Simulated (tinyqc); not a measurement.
Off-state leakage of single and stacked transistors: one step of the calculation.

n-channel devices of unit width. Subthreshold current I(Vg, Vs, Vd) = I0 (T/300 K)^0.5 exp[(Vg - Vs - VT(T) - gb (Vs - Vb) + dd (Vd - Vs))/(nf Vt)] (1 - exp(-(Vd - Vs)/Vt)), VT(T) = VT - cT (T - 300 K). Gate-edge tunnelling Ig (Vd/1 V) exp(ag (Vd - 1 V)), for a gate at 0 V, and band-to-band leakage Ab u exp(-Bb/u), u = Vd - Vb + 1 V, flow at a drain held at V; both are taken as independent of T. In a stack of off transistors (all gates at 0 V) the same subthreshold current passes through each.

Question. New Vx. Stack of two, Vx the node between them: I_low = I(0, 0, Vx), I_up = I(0, Vx, V), f = ln(I_up/I_low), f' = -(1 + gb + 2 dd)/(nf Vt) - 1/(Vt (exp(Vx/Vt) - 1)) - 1/(Vt (exp((V - Vx)/Vt) - 1)), Vx(new) = Vx - f/f'.

Parameters, values chosen for the exercise; values of the order met in bulk silicon logic transistors:

| symbol | value | unit | meaning |
|---|---|---|---|
| T | 358 | K | temperature |
| V | 1.1 | V | supply voltage |
| VT | 0.48 | V | threshold at 300 K, zero drain and body bias |
| cT | 0.6 | mV/K | fall of the threshold with temperature |
| I0 | 0.15 | uA/um | current at threshold at 300 K |
| nf | 1.45 |  | slope factor |
| dd | 0.08 |  | drain-induced lowering per volt |
| gb | 0.1 |  | rise of the threshold per volt of source-body bias |
| Vb | -0.3 | V | body voltage |

Constants: q = 1.602176634e-19 C, kB = 1.380649e-23 J/K, Vt = kB T/q. Results are converted to the units shown.

Vx after iteration 1 = 0.073281104 V

Wanted: I_low; I_up; f; f'; Vx after iteration 2.

Answer.

I_low = 0.004125 nA/um
I_up = 0.004128 nA/um
f = 6.970e-4
f' = -31.49 1/V
Vx after iteration 2 = 0.07330 V

Numbers from tinyqc (`OMP_NUM_THREADS=1 python tinyqc.py 2242131 2242132 out.jsonl`; about 0.03 s on one thread of a shared Intel Xeon 2.30GHz).
